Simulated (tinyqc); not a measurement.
Inside a calculation. Method: UKS/exchange-only LDA in the sto-3g basis, for H4, spin multiplicity 3. This run ends on a higher stationary point, not on the lowest solution. One step of it, computed by the program tinyqc.

Task: Iteration 2: DIIS coefficients. Solve [B -1; -1 0][c; lambda] = [0; -1] for the coefficients, which sum to one.

B (overlaps of the stored error matrices):
```
                1               2
1   1.3499634e-01  -9.1213946e-02
2  -9.1213946e-02   1.0231448e-01
```

Give: DIIS coefficients.

Result:

DIIS coefficients: 0.4611  0.5389
